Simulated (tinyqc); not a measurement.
Inside a calculation. Method: one-electron ion in a basis of Gaussians. One step of it, computed by the program tinyqc.

Problem. Matrices over normalised Gaussians. With p = a_i + a_j and I(k) = Gamma((k+1)/2) / (2 p^((k+1)/2)): S = I(2l+2), T = (2l+3) a_i a_j S / p, V = -Z I(2l+1), each divided by sqrt(S_ii S_jj).

exponents of r^l exp(-a r^2) (1/bohr^2): 0.067170  0.148000

Z = 3

l = 1

Give: S; T; V.

Solution.

S:
```
        1       2
1  1.0000  0.8268
2  0.8268  1.0000
```

T (hartree):
```
        1       2
1  0.1679  0.1910
2  0.1910  0.3700
```

V (hartree):
```
         1        2
1  -0.8272  -0.8656
2  -0.8656  -1.2278
```
